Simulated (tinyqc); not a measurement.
Double-gate transistor, scale length and short-channel effects: one step of the calculation.

A body of thickness ts between two insulators of thickness ti and two tied gates. Below threshold the potential that source and drain add obeys Laplace's equation and vanishes on the gate. Its lowest mode decays along the channel as exp(-k y); k is the smallest positive root of the matching condition at the interface, and the scale length is Lambda = pi/k.

Problem. Threshold shift, barrier position and swing. Along the channel psi(y) = s + a exp(y/l) + b exp(-y/l) with psi(0) = Vbi, psi(L) = Vbi + Vds and l = 1/k = Lambda/pi; with A = Vbi - s, B = A + Vds, x = exp(-L/l): a = (B - A x) x/(1 - x^2), b = (A - B x)/(1 - x^2). The minimum is s + 2 sqrt(a b), at y = (l/2) ln(b/a). The long-channel potential follows the gate as s = sT + (Vg - VTL)/m, and the threshold VT is the gate voltage at which the minimum equals sT. Swing = m Vt ln 10/g at threshold, g = d(minimum)/ds = 1 - (b x + a)/((1 + x) sqrt(a b)).

Inputs (values chosen for the exercise); permittivities: semiconductor close to that of silicon, insulator close to that of aluminium oxide:
```
symbol  value  unit                                    meaning
T         300     K                                temperature
L          39    nm                             channel length
Vbi      0.86     V                    potential of the source
sT       0.35     V  potential of the barrier top at threshold
VTL      0.42     V                     long-channel threshold
m           1                         long-channel body factor
Vds       0.5     V                              drain voltage
```

Constants: q = 1.602176634e-19 C, kB = 1.380649e-23 J/K, Vt = kB T/q. Results are converted to the units shown.

l = 4.8283685 nm

Give: s at threshold; a; b; position of the minimum; VT; swing.

Solution.

s at threshold = 0.32374 V
a = 3.2173e-4 V
b = 0.53594 V
position of the minimum = 17.909 nm
VT = 0.39374 V
swing = 61.824 mV/decade

The threshold lies 26.3 mV below the long-channel value, and the barrier top sits at 0.46 L from the source.

tinyqc, about 0.01 s, one thread, Intel Xeon 2.30GHz (shared host): `OMP_NUM_THREADS=1 python tinyqc.py 2420149 2420150 out.jsonl`
